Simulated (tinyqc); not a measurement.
Inversion layer as a triangular well, valleys of the Si type, step by step. Values are carried at full precision from step to step, so a last printed digit may differ when a step is redone from the rounded ones.

Six ellipsoidal valleys with their long axes along the cube axes, mass ml along the axis and mt across it. For a valley whose axis makes the angle theta with the surface normal, 1/m_z = cos^2(theta)/ml + sin^2(theta)/mt sets the confinement; in the plane the masses are m_1 = mt and m_2 = ml mt/m_z, and m_d = sqrt(m_1 m_2).

Constants: e^2/(4 pi eps0) = 14.39964547 eV angstrom; hbar^2/2m0 = 3.80998211 eV angstrom^2; kB = 8.617333262e-05 eV/K.

Inputs chosen for the exercise (near those of Si; shifted at random, so the results belong to these values and not to a real crystal):
- ml = 0.898 m0 (longitudinal mass)
- mt = 0.188 m0 (transverse mass)
- face = 100 (surface)
- eps = 11.5 (dielectric constant)
- Ns = 3.5 x 1e12/cm^2 (electron sheet density)
- Nd = 0.12 x 1e12/cm^2 (depletion charge)
- eta = 0.5 (share of Ns in the effective field)
- T = 77 K (temperature)
- tox = 17 angstrom (SiO2-equivalent oxide thickness)

## Valley masses on the (100) face

Group the valleys by their angle to the normal, heaviest m_z first.

Valleys (masses in m0):

| valleys g | cos^2(theta) | m_z | m_1 | m_2 | m_d |
|---|---|---|---|---|---|
| 2 | 1.0000 | 0.8980 | 0.1880 | 0.1880 | 0.1880 |
| 4 | 0.0000 | 0.1880 | 0.1880 | 0.8980 | 0.4109 |

The 2 valleys with the heaviest m_z will give the lowest ladder of subbands.

## Effective field

The field is taken as constant, e F = 4 pi (e^2/4 pi eps0)(Nd + eta Ns)/eps, with 1e12/cm^2 = 1e-4/angstrom^2, and the oxide as a hard wall at z = 0; c = hbar^2/2m0.

Find e F, and F in MV/cm (1 MV/cm = 0.01 V/angstrom).

e F = 0.00294243 eV/angstrom
F = 0.2942 MV/cm

## Subband ladders

Level j of a valley lies at E_j = a_j (c (e F)^2/m_z)^(1/3) above the band edge at the surface, with the Airy zeros a_j = 2.338107, 4.087949, 5.520560, 6.786708, 7.944134, 9.022651, 10.040174, 11.008524, 11.936016, 12.828777, and has <z> = 2 E_j/(3 e F).

The ten lowest levels of all groups of valleys together, j = 0, 1, ..., c = hbar^2/2m0; primes mark the groups with lighter m_z.

Subbands:

| label | valleys g | m_d (m0) | E (eV) | <z> (angstrom) |
|---|---|---|---|---|
| 0 | 2 | 0.1880 | 0.0777 | 17.61 |
| 0' | 4 | 0.4109 | 0.1309 | 29.66 |
| 1 | 2 | 0.1880 | 0.1359 | 30.79 |
| 2 | 2 | 0.1880 | 0.1835 | 41.58 |
| 3 | 2 | 0.1880 | 0.2256 | 51.11 |
| 1' | 4 | 0.4109 | 0.2289 | 51.85 |
| 4 | 2 | 0.1880 | 0.2641 | 59.83 |
| 5 | 2 | 0.1880 | 0.2999 | 67.96 |
| 2' | 4 | 0.4109 | 0.3091 | 70.02 |
| 6 | 2 | 0.1880 | 0.3338 | 75.62 |

The second subband is 0', 53.2 meV above the first.

## Fermi level and populations

Subband i holds n_i = g m_d/(2 pi c) kB T ln(1 + exp((EF - E_i)/kB T)) (spin included), and EF is fixed by sum n_i = Ns over the levels listed or, where none are listed, over j = 0 to 9 of each group; 1e12/cm^2 = 1e-4/angstrom^2.

Solve for EF; c = hbar^2/2m0. The mean distance is sum n_i <z>_i/Ns.

EF = 0.0995 eV

Populations:

| label | (EF - E)/kB T | n (1e12/cm^2) | share (%) |
|---|---|---|---|
| 0 | 3.28 | 3.456 | 98.7 |
| 0' | -4.73 | 0.040 | 1.1 |
| 1 | -5.49 | 0.004 | 0.1 |
| 2 | -12.66 | 0.000 | 0.0 |
| 3 | -19.01 | 0.000 | 0.0 |
| 1' | -19.50 | 0.000 | 0.0 |
| 4 | -24.81 | 0.000 | 0.0 |
| 5 | -30.21 | 0.000 | 0.0 |
| 2' | -31.59 | 0.000 | 0.0 |
| 6 | -35.31 | 0.000 | 0.0 |

mean distance from the surface = 17.76 angstrom

The lowest subband holds 98.7 % of the electrons and is degenerate (EF more than 2 kB T above its edge).

## Effect on the gate capacitance

The charge sits at the mean distance <z> from the surface, which adds (3.9/eps) <z> to the oxide thickness; C/Cox = tox/(tox + 3.9 <z>/eps). The density-of-states term is left out.

added thickness = 6.02 angstrom
C/Cox = 0.738

## Checks

- Lowest level by finite differences against the Airy formula, eV: both 0.0777.

tinyqc: `OMP_NUM_THREADS=1 python tinyqc.py 1282492 1282493 out.jsonl`; about 0.07 s, one thread, shared Intel(R) Xeon(R) Processor @ 2.30GHz.
